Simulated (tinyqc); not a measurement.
Where the concentration falls to given levels: concentration-dependent dopant diffusion with charged defects and the built-in field. Computed by tinyqc, a small Python program. Command: `OMP_NUM_THREADS=1 python tinyqc.py 3005895 3005896 out.jsonl extrinsic walk`. One thread of a shared host (Intel(R) Xeon(R) Processor @ 2.30GHz), about 0.07 s of CPU time with the checks.

A constant source C_s feeds a half space. The dopant moves through neutral point defects and through charged ones, whose number grows with the majority carrier density n.

Inputs (values chosen for the exercise, modelled on arsenic in silicon):
```
quantity                        value    unit
neutral prefactor D0x          0.0119  cm^2/s
neutral activation energy E0     3.43      eV
singly charged prefactor D01     28.3  cm^2/s
activation energy E1             4.14      eV
surface concentration C_s     4.5e+18  1/cm^3
temperature T                    1075       C
time t                           3800       s
```

Field enhancement: on.

Constants: k_B = 8.617333262e-05 eV/K.

Method:
- n_i = 3.87e16 T^1.5 exp(-7014/T) per cm^3 (T in kelvin, an empirical form); each D = prefactor x exp(-E/(k_B T)); the intrinsic diffusivity D_i is their sum.
- Temperatures in kelvin are T(C) + 273.15.
- n = C/2 + sqrt(C^2/4 + n_i^2); D(C) = h [Dx + D1 (n/n_i)], h = 1 + C/sqrt(C^2 + 4 n_i^2).
- With y = x/sqrt(D_s t), u = C/C_s and q = -(D/D_s) du/dy: du/dy = -q D_s/D, dq/dy = -(y/2) q D_s/D, u(0) = 1. The surface flux q(0) is shot so that u tends to 0 (LSODA, an adaptive multistep solver, relative tolerance 1e-10). Dose Q = 2 q(0) C_s sqrt(D_s t).
- For comparison, erfc profiles with a constant D: x = 2 sqrt(D t) erfc^-1(C/C_s), with D = D_i and D = D_s.

partial diffusivities (cm^2/s): Dx 1.79145e-15, D1 9.44622e-15

n_i = 1.05395e+19 1/cm^3

surface diffusivity D_s = 1.62788e-14 cm^2/s

intrinsic diffusivity D_i = 1.12377e-14 cm^2/s

Depth (nm):
```
C/C_s       D/D_s    full  erfc with D_i  erfc with D_s
8.00e-01  0.93215   29.04          23.41          28.18
5.00e-01  0.83576   73.53          62.33          75.02
2.00e-01  0.74616  131.96         118.44         142.55
1.00e-01  0.71785  165.15         152.01         182.96
3.00e-02  0.69850  212.29         200.55         241.38
1.00e-02  0.69304  248.57         238.05         286.51
1.00e-03  0.69060  312.79         304.10         366.00
1.00e-04  0.69035  367.08         359.55         432.75
```

What does the comparison show, and why?

The depth between C/C_s = 0.1 and 1e-4 spans 202 nm in the full profile, against 208 nm for D_i and 250 nm for D_s; the ratio of the depths at 1e-4 and at 0.5 is 4.99, against 5.77 for any erfc. The profile is moderately steepened.
